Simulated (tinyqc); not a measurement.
## Voltage drop against the pad pitch

A grid of 17 by 17 nodes with segments Rx (rows) and Ry (columns); every node draws I1 and the central node kh I1; pads with resistance Rp sit at the nodes whose row and column are multiples of the pitch, counting from 0. The drops u = Vdd - V follow from G u = i, with G the conductance matrix and i the load currents, solved directly.

Inputs (values chosen for the exercise):
```
symbol,value,unit,meaning
Vdd,0.65,V,supply voltage
Rx,0.27,ohm,resistance of a horizontal segment
Ry,1.9,ohm,resistance of a vertical segment
Rp,0.39,ohm,resistance from a pad node to the supply
kh,3,,factor on the load at the hot node
I1,0.11,mA,load current of a node in the large grid
```

Voltage drop against the pad pitch:
```
pitch (nodes)	pads	worst drop (mV)	mean drop (mV)	largest drop at a pad (mV)	largest pad current (mA)	worst drop over Vdd (%)
1	289	0.07037	0.04320	0.07037	0.1804	0.01083
2	81	0.2958	0.2183	0.2043	0.5237	0.04550
4	25	1.141	0.8839	0.6724	1.724	0.1755
8	9	3.912	3.240	2.083	5.342	0.6019
16	4	13.42	10.81	3.121	8.002	2.064
```

The worst drop goes from 0.0704 to 13.4 mV while the number of pads falls from 289 to 4; between the last two rows it goes as pitch^(1.78). The largest drop at a pad is 100 % of the worst drop in the first row and 23.3 % in the last; the rest falls along the wires.

Numbers from tinyqc (`OMP_NUM_THREADS=1 python tinyqc.py 2770207 2770208 out.jsonl`; about 0.1 s on one thread of a shared Intel Xeon 2.30GHz).
